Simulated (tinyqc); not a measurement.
From width change per 1 % of dose back to forward range alpha: electron-beam lithography: double-Gaussian proximity function, edge placement and dose correction for parallel lines. Computed by tinyqc, a small Python program. Command: `OMP_NUM_THREADS=1 python tinyqc.py 3112125 3112126 out.jsonl proximity inv`. One thread of a shared host (Intel(R) Xeon(R) Processor @ 2.30GHz), about 0.01 s of CPU time with the checks.

Lines are infinitely long. Absorbed energy is counted so that the middle of a very large area written at dose 1 receives 1; the resist develops where it exceeds 1/2.

Inputs (values chosen for the exercise, of the order of those for 50 keV electrons in resist on silicon): backscatter ratio eta = 0.97; base dose D0 = 110 microcoulomb/cm^2; width of the test line = 0.14 micrometre; pattern density around the test line = 0.7.

Method. A test line of width w << beta in surroundings of density rho, all at dose d: near its edge E(x) = d [S + eta rho]/(1 + eta), S = [erf((b - x)/alpha) - erf((a - x)/alpha)]/2 for edges a and b, the second term being the background energy. Dose to size d_s = (1 + eta)/(erf(w/alpha) + 2 eta rho), dose = d_s D0; edge slope d [1 - exp(-w^2/alpha^2)]/(sqrt(pi) alpha (1 + eta)); width change per 1 % of dose = 2 x 0.01 x (1/2)/slope.

Question. A run gave the result below. Find the forward range alpha, known to lie between 0.015 and 0.019 micrometre.

width change per 1 % of dose = 0.6820856 nm

Answer.

Each step takes the trial c = (a f_b - b f_a)/(f_b - f_a), f being the result less the target and a, b, c the logarithms of the listed values; c replaces end b, the old b replaces a if the sign of f changed, and otherwise f_a is halved.

Scan of the range:
```
forward range alpha (micrometre)  width change per 1 % of dose (nm)
0.0150                                                     0.626917
0.0156                                                     0.651994
0.0162                                                     0.677070
0.0169                                                     0.706326
0.0176                                                     0.735583
0.0183                                                     0.764839
0.0190                                                     0.794095
```

False position (Illinois rule, in the logarithm of the input) inside the bracket:
```
step      end a      end b      trial  width change per 1 % of dose (nm)
1     0.0162000  0.0169000  0.0163179                           0.681998
2     0.0169000  0.0163179  0.0163200                           0.682084
3     0.0169000  0.0163200  0.0163200                           0.682087
4     0.0163200  0.0163200  0.0163200                           0.682086
```

Width change per 1 % of dose rises at every point of a 13-point scan of the range (every second point is shown), so one value fits; it is bracketed by 0.0162 and 0.0169. The scan shows a pure power law with exponent 1.0000, so scaling from any one row also gives the answer directly. Answer: forward range alpha = 0.01632 micrometre.
